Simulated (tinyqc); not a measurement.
Inside a calculation. Model: Debye-Callaway model of lattice thermal conductivity. Computed by tinyqc, a small Python program that keeps every step. Command: `OMP_NUM_THREADS=1 python tinyqc.py 3011424 3011425 out.jsonl callaway walk`. One thread of a shared host (Intel(R) Xeon(R) Processor @ 2.30GHz), about 0.01 s of CPU time with the checks. Intermediate numbers are printed to about 6 digits and carried at full precision; extremes and crossings named in words are read from the listed rows.

Three acoustic branches with one velocity v, cut at omega_D = k_B Theta/hbar; x = hbar omega/(k_B T). v and Theta are separate inputs: Theta cuts off the heat-carrying modes, so C need not reach 3 k_B/V. gamma is an effective value that sets the umklapp rate.

Inputs (values chosen for the exercise, for a model crystal):
```
quantity                                value        unit
sound velocity v                         7500         m/s
Debye temperature Theta                   802           K
volume per atom V                        8.51  angstrom^3
mean atomic mass M                        116           u
effective Grueneisen parameter gamma    0.893           -
umklapp exponent divisor b                  3           -
mass variance Gamma                   0.00016           -
Casimir length L                          870  micrometre
temperature T                             200           K
probe frequency omega/omega_D             0.8           -
```

Sample: crystal. Point defects: isotopes. Normal processes: left out.

Constants: k_B = 1.380649e-23 J/K; hbar = 1.054571817e-34 J s; u = 1.6605390666e-27 kg.

## Mass-fluctuation parameter

Gamma is given directly by the isotope mixture. A = V Gamma/(4 pi v^3).

Gamma = 1.60e-04

Rayleigh coefficient A = 2.56836e-46 s^3

## Scattering rates at one frequency

Rates: point defects A omega^4; umklapp B omega^2 T exp(-Theta/(b T)) with B = hbar gamma^2/(M v^2 Theta). Boundaries: v/L. The resistive time is tau_R = 1/(boundary + point-defect + umklapp rates), and the free path is v tau_R.

omega = 8.39985e+13 rad/s

Rates:
```
process         rate (1/s)  rate x tau_R
boundaries     8.62069e+06   5.26206e-04
point defects  1.27862e+10      0.780468
umklapp        3.58791e+09      0.219005
```

tau_R = 6.10399e-11 s

free path = 457.799 nm

The strongest resistive process at this frequency: point defects, 78 % of the resistive rate.

## The integrand on a coarse grid

x runs in ten equal steps to min(Theta/T, 12); g = x^4 e^x/(e^x - 1)^2; tau_C is the inverse of all rates summed; the last column is c tau_C g with c = (k_B/(2 pi^2 v)) (k_B T/hbar)^3.

Integrand:
```
x            g    tau_C (s)  c tau_C g (W/(m K))
0.401  0.15866  1.47485e-08              3917.68
0.802  0.60981  3.53593e-09              3609.95
1.203  1.28461  1.30545e-09              2807.60
1.604  2.08552  5.86601e-10              2048.14
2.005  2.90619  2.97516e-10              1447.56
2.406  3.65052  1.64678e-10              1006.45
2.807  4.24625  9.75548e-11               693.52
3.208  4.65130  6.10399e-11               475.33
3.609  4.85315  3.99511e-11               324.61
4.010  4.86353  2.71510e-11               221.08
```

The integrand is largest at the lowest frequency shown, whose long lifetime outweighs its small heat capacity.

## Thermal conductivity

kappa_1 = c int tau_C g dx, g = x^4 e^x/(e^x - 1)^2, c = (k_B/(2 pi^2 v)) (k_B T/hbar)^3, over 0 < x < min(Theta/T, 40), by 96 Gauss-Legendre points in s with x = x_max s^2; tau_C = tau_R, the inverse of the summed rates, and kappa = kappa_1. Heat capacity C = 3 c int g dx / v^2; grey free path 3 kappa/(C v); the median free path v tau_C halves kappa_1 when the quadrature points are ordered by free path (each counted at half its weight, interpolated in the logarithm); likewise at 10 % and 90 %.

kappa_1 = 6819.20 W/(m K)

kappa = 6819.20 W/(m K)

heat capacity C = 962597 J/(m^3 K)

grey free path = 2833.67 nm

median free path = 13566.9 nm

free path at 10 % of kappa_1 = 987.770 nm

free path at 90 % of kappa_1 = 165563 nm

The median free path is 4.8 times the grey one: a small share of the heat capacity, at low frequency, carries much of the heat. The middle 80 % of kappa_1 spans a factor 170 in free path.

## Leaving out one process at a time

The formulas are those given above.

Conductivity at T:
```
case                   kappa (W/(m K))  ratio to all
all processes                  6819.20             1
without point defects          12365.5       1.81334
without boundaries             7852.45       1.15152
without umklapp                23262.9       3.41138
```

Removing umklapp raises kappa most, by a factor 3.41; removing boundaries gives only 1.15.

## Conductivity against temperature

The boundary limit is C v^2/(3 x boundary rate), with C = 3 c int g dx / v^2.

Kappa (W/(m K)):
```
T (K)  all processes  without point defects  boundary limit
8            308.818                322.857         322.857
16           1879.97                2582.85         2582.85
28           5528.58                13830.7         13842.5
48           10811.7                58200.2         69722.1
80           13670.8                57244.2          314270
140          9836.19                22448.8     1.21278e+06
240          5597.97                9246.84     2.53100e+06
400          3181.20                4292.26     3.44225e+06
640          1878.21                2248.95     3.86399e+06
1000         1143.86                1277.55     4.04298e+06
```

kappa peaks among these rows at 80 K (T/Theta = 0.100) with 13700 W/(m K). The exponent d ln kappa/d ln T is 2.61 at the cold end and -1.11 at the hot end, near the 1/T law of umklapp scattering, which rules there. Point defects cost most at 48 K, a factor 5.38.

Checks made by the program: heat capacity against the Debye function (relative difference below 1e-10).
